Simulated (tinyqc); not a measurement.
Minority carriers and saturation current of a heavily doped emitter: one step of the calculation.

n-type, parabolic bands, full ionisation. eta = (EF - Ec)/kB T solves N = Nc F12(eta), F12(x) = (2/sqrt(pi)) int_0^infinity sqrt(u)/(1 + exp(u - x)) du. The gap shrinks rigidly by dEg = E1 [ln(N/N0) + sqrt(ln^2(N/N0) + 0.5)], an empirical law that is here taken as the true narrowing.

Task. Saturation current. 1/tau = Cn N^2 + 1/ts, D = mup Vt, L = sqrt(D tau); J0 = (q p0 D/L)(s + tanh(W/L))/(1 + s tanh(W/L)), s = S L/D; the share recombining inside is 1 - 1/[cosh(W/L)(1 + tanh(W/L)/s)].

Parameters, values chosen for the exercise; band and dielectric values close to those of silicon:
```
symbol,value,unit,meaning
T,300,K,temperature
N,1.3e20,cm^-3,ionised donor density
mup,200,cm^2/(V s),minority-hole mobility
Cn,2.2e-31,cm^6/s,Auger coefficient
ts,2.2,us,defect lifetime
W,67,nm,emitter width
S,5.6e6,cm/s,recombination velocity at the contact
```

Constants: q = 1.602176634e-19 C, kB = 1.380649e-23 J/K, Vt = kB T/q. Results are converted to the units shown.

p0 = 32.356732 cm^-3

Wanted: tau; L; s; J0; share recombining inside.

Result.

tau = 0.26893 ns
L = 372.89 nm
s = 40.387
J0 = 3564.8 fA/cm^2
share recombining inside = 2.0240 %

The emitter is transparent: most holes reach the contact.

Range of the model: Band tails, non-parabolic bands and incomplete ionisation are left out.

tinyqc, about 0.01 s, one thread, Intel Xeon 2.30GHz (shared host): `OMP_NUM_THREADS=1 python tinyqc.py 2330056 2330057 out.jsonl`
